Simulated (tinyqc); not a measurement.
How many levels, and whether to terminate: recursion (Haydock) method for the local density of states: surface site of a cubic lattice.

One orbital a site at energy 0, hopping -t to the 6 nearest neighbours of a cubic lattice; the start u0 is a site in the outermost layer of a half crystal, with energy V. Recursion: a_n = <u_n|H|u_n>, b_(n+1) u_(n+1) = (H - a_n) u_n - b_n u_(n-1), b > 0. G(z) = 1/(z - a0 - b1^2/(z - a1 - b2^2/(...))), z = E + i eta. After n levels the tail is b_n^2 T with the square-root terminator T = (z - sqrt(z - 2b) sqrt(z + 2b))/(2 b^2), b = 3t so that the band edges lie at -/+ 6t.

Reference: the closed form for a chain (bulk 1/sqrt(z^2 - 4t^2), end site (z - sqrt(z^2 - 4t^2))/(2t^2)), averaged over 400 points (j + 1/2) pi/400 in each remaining direction with z shifted by 2t cos k, then G/(1 - V G).

Parameters, chosen for this exercise:
```
symbol  value  unit  meaning
t       0.9    eV    hopping
V       0      eV    shift of the starting site
eta     0.045  eV    broadening
```

Energies as fractions of the half width 6t.

Density (1/eV):
```
fraction  E (eV)  2 levels  4 levels  7 levels  7, no terminator  reference
-1.10     -5.940    0.0007    0.0007    0.0007            0.0007     0.0007
-0.90     -4.860    0.0114    0.0089    0.0099            0.0081     0.0098
-0.60     -3.240    0.0613    0.0647    0.0658            0.0296     0.0650
-0.35     -1.890    0.1373    0.1282    0.1284            0.2682     0.1265
-0.15     -0.810    0.1682    0.1734    0.1707            0.0116     0.1722
0.00       0.000    0.1723    0.1788    0.1844            2.3823     0.1827
0.15       0.810    0.1682    0.1734    0.1707            0.0116     0.1722
0.35       1.890    0.1373    0.1282    0.1284            0.2682     0.1265
0.60       3.240    0.0613    0.0647    0.0658            0.0296     0.0650
0.90       4.860    0.0114    0.0089    0.0099            0.0081     0.0098
1.10       5.940    0.0007    0.0007    0.0007            0.0007     0.0007
```

Largest errors against the reference: 0.0108 (2 levels), 0.0039 (4), 0.0019 (7) and 2.200 without terminator, which leaves seven broadened spikes in place of a band. With seven levels the error is largest at E = -1.89 and 1.89 eV, at or next to a van Hove point of the lattice, which makes the b_n oscillate and converges last.

(tinyqc, `OMP_NUM_THREADS=1 python tinyqc.py 1452669 1452670 out.jsonl`, Intel(R) Xeon(R) Processor @ 2.30GHz, 1 thread, shared host, about 0.08 s.)
